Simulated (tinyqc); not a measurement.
Worked calculation: alloy A(1-x)B(x) by interpolation with bowing. Values are carried at full precision from step to step, so a last printed digit may differ when a step is redone from the rounded ones.

Each gap follows E(x) = (1 - x) E_A + x E_B - C x (1 - x); the lattice constant follows Vegard, a(x) = (1 - x) a_A + x a_B.

Constants: hc = 1239.841984 eV nm; kB = 8.617333262e-05 eV/K.

Inputs chosen for the exercise (A near InSb, B near InAs; the results hold for these values, not for the real material):
```
symbol  value                  unit      meaning
a       (6.476, 6.061)         angstrom  lattice constant of A, B
x       0.55                             fraction of B
Eg      (0.235, 0.417)         eV        gap at Gamma to the s-like level of A, B
EgX     (0.636, 1.433)         eV        gap to the lowest valley along Gamma-X of A, B
EgL     (0.943, 1.126)         eV        gap to L of A, B
C       (0.653, 0.629, 0.555)  eV        bowing of the Gamma, X and L gaps
Dso     (0.811, 0.39)          eV        spin-orbit splitting of A, B
Ep      (23.3, 21.4)           eV        Kane energy of A, B
me      (0.0134, 0.0259)       m0        electron mass at Gamma of A, B
Cs      0.95                   eV        bowing of Dso
md      (0.0102, 0.89, 0.48)   m0        density-of-states masses of Gamma, all X and all L valleys
T       77                     K         temperature
```

## Gaps and lattice constant at x

Also give the wavelength hc/E of the lowest gap.

a(x) = 6.2477 angstrom

linear parts (eV): Gamma 0.3351, X 1.0743, L 1.0436

bowing terms C x (1 - x) (eV): Gamma 0.1616, X 0.1557, L 0.1374

gaps (eV): Gamma 0.1735, X 0.9187, L 0.9063

wavelength of the lowest gap = 7146.8 nm

The lowest valley is Gamma, so the gap is direct; the next, L, lies 733 meV higher.

## Where the valleys cross

The difference of two gaps is a quadratic q2 x^2 + q1 x + q0 with q2 = C_i - C_j, q1 = (E_B - E_A - C)_i - (E_B - E_A - C)_j, q0 = E_A,i - E_A,j; give its roots between 0 and 1 (a dash: none).

Crossings:
```
pair        q2      q1      q0  first root  second root
Gamma-X  0.024  -0.639  -0.401           -            -
Gamma-L  0.098  -0.099  -0.708           -            -
X-L      0.074   0.540  -0.307      0.5300            -
```

The lowest valley is Gamma at every x. The other crossings lie above the lowest valley.

## Electron mass of the alloy

Mass at Gamma from the Kane formula 1/m = F + Ep (Eg + 2 Dso/3)/(Eg (Eg + Dso)). F is fixed by the masses of A and B and interpolated linearly, as is Ep; Eg and Dso carry their bowing.

Compare with the linear interpolation of the masses.

F of A, B: 1.1025  -4.4419

Ep, Eg, Dso at x (eV): 22.2550  0.1735  0.3443

m(x) from the Kane formula = 0.0102 m0
m(x) linear = 0.0203 m0

The Kane value lies 49.6 % below the linear one.

## Shares of the electrons in the valleys

Non-degenerate: n_i proportional to md_i^(3/2) exp(-E_i/kT).

md^(3/2): Gamma 0.0010, X 0.8396, L 0.3326

(E - E_min)/kT: Gamma 0.00, X 112.31, L 110.44

shares: Gamma 1.000, X 0.000, L 0.000

Gamma holds most electrons (100.0 %).

## Checks

- The X and L gaps at their crossing x = 0.5300 (eV): both 0.9017.

Computed by tinyqc, a small Python program: `OMP_NUM_THREADS=1 python tinyqc.py 1051244 1051245 out.jsonl` (the numbers bound the seed that draws the inputs); one thread of a shared host (Intel(R) Xeon(R) Processor @ 2.30GHz), about 0.01 s for the whole set of steps.
